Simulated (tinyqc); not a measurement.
What moves the results: phonon-assisted absorption at an indirect gap. A value that a table varies takes the place of the one given here.

alpha(E) = sum_j A_j [N_j (E - Eg + w_j)^2 + (N_j + 1)(E - Eg - w_j)^2], each bracket counted only where its base is positive; N_j = 1/(exp(w_j/kB T) - 1). The first term absorbs a phonon and the second emits one; excitons and direct transitions are left out.

Photodiode (Gaertner form with a dead layer): QE = (1 - R) exp(-alpha xj) [1 - exp(-alpha W)/(1 + alpha L)], R = ((nr - 1)/(nr + 1))^2; responsivity = QE/E in A/W for E in eV.

Constants: kB = 8.617333262e-05 eV/K.

Parameters, chosen for this exercise (loosely those of SiGe at room temperature; Eg is not tied to T; shifted at random, so the results belong to these values and not to a real crystal): Eg = 0.936 eV (indirect gap, held fixed unless listed); w = (50.1, 15.8) meV (two zone-edge phonons); A = (3100, 590) 1/(cm eV^2) (their strengths); T = 200 K; nr = 3.85 (refractive index); xj = 0.14 micrometre (dead layer at the surface); W = 6.7 micrometre (depleted width); L = 2.1 micrometre (minority diffusion length below it); E = 1.175 eV (photon energy).

## The square root of alpha at three temperatures

The gap is held fixed, so only the phonon occupations change.

sqrt(alpha) (1/cm^(1/2)):
```
E - Eg (eV)     4 K    77 K   600 K
-0.04         0.000   0.013   0.440
-0.02         0.000   0.038   1.311
0.00          0.000   0.138   2.274
0.02          0.102   0.311   3.387
0.04          0.588   0.762   4.674
0.07          1.721   1.898   6.932
0.10          3.450   3.630   9.653
0.15          6.447   6.662  14.543
0.20          9.470   9.729  19.589
0.30         15.532  15.887  29.832
0.45         24.637  25.140  45.317
0.60         33.746  34.398  60.849
```

Below the gap only phonon absorption acts: at E - Eg = -0.02 eV sqrt(alpha) is 0.000, 0.038 and 1.311 at 4, 77 and 600 K. A straight line through the last two rows meets the axis at E - Eg = +0.0443, +0.0427 and +0.0123 eV: the intercept is roughly a weighted mean of the thresholds, not the gap, and it moves from the emission side towards Eg as the occupations grow. At the last row alpha grows by a factor 3.25 from the lowest to the highest temperature at fixed gap.

## Spectral response

Response:
```
E (eV)  wavelength (nm)  alpha (1/cm)  1/alpha (micrometre)  dead layer  collected     QE    A/W
0.96               1292          1.67              5.98e+03       1.000      0.001  0.001  0.001
1.00               1240          7.75              1.29e+03       1.000      0.007  0.004  0.004
1.06               1170          42.5                   235       0.999      0.037  0.024  0.023
1.14               1088           143                  69.9       0.998      0.118  0.077  0.068
1.24               1000           356                  28.1       0.995      0.267  0.174  0.140
1.39                892           856                  11.7       0.988      0.522  0.338  0.243
1.59                780      1.86e+03                  5.37       0.974      0.793  0.506  0.318
1.84                674      3.66e+03                  2.73       0.950      0.951  0.592  0.322
2.14                579      6.62e+03                  1.51       0.911      0.995  0.594  0.277
2.54                488      1.19e+04                 0.839       0.846      1.000  0.554  0.218
```

QE is highest, 0.594, at 2.14 eV of those listed and the responsivity at 1.84 eV; reflection alone caps QE at 0.655. Near the gap weak absorption limits it (collected share 0.001); at the top the dead layer passes 0.846. Far above the gap the quadratic law and a constant index are only rough; in the real crystal direct transitions take over near 2 eV, so the rows above that understate alpha.

## What moves the response

At the energy E. Each row changes one parameter from the base and keeps the others.

Results:
```
case                  alpha (1/cm)      QE
base                         206.5  0.1080
Eg = 0.916 eV                248.0  0.1273
T = 250 K                    242.6  0.1248
W = 13.4 micrometre          206.5  0.1784
L = 1.05 micrometre          206.5  0.0964
xj = 0.28 micrometre         206.5  0.1077
nr = 4.04                    206.5  0.1049
```

The largest shifts from the base row, up to three for each result and ties (the steps differ in size, so this ranks the rows, not the parameters). alpha (1/cm): Eg +41.6, T +36.1; unchanged at the printed digits by W, L, xj and nr. QE: W +0.0704, Eg +0.0193, T +0.0168.

Program tinyqc; command `OMP_NUM_THREADS=1 python tinyqc.py 1680776 1680777 out.jsonl`; about 0.01 s on one thread of a shared Intel(R) Xeon(R) Processor @ 2.30GHz.
